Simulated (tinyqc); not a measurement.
Power iteration on a symmetric matrix, step by step. One step of it, computed by the program tinyqc.

Question. Step 2. w = (A - shift) v; v' = w/|w| with its largest component positive (the first on a tie); lambda = v'^T A v'.

A:
```
           1          2          3          4          5          6
1   0.149000  -0.650000  -1.705000  -0.177000   1.020000  -0.170000
2  -0.650000   0.804000   1.033000   1.179000   0.272000  -0.718000
3  -1.705000   1.033000   0.819000  -0.980000   0.179000  -0.291000
4  -0.177000   1.179000  -0.980000   0.827000  -0.653000   0.401000
5   1.020000   0.272000   0.179000  -0.653000   2.253000  -0.433000
6  -0.170000  -0.718000  -0.291000   0.401000  -0.433000   2.415000
```

vector after step 1: 0.683403  -0.237311  0.526618  0.115456  -0.428760  -0.046396

shift = 1.030000

Give: vector after step 2; Rayleigh quotient after step 2.

Answer.

vector after step 2: 0.6970  -0.0801  0.6591  0.2635  -0.0571  -0.0267

Rayleigh quotient after step 2 = -1.6243
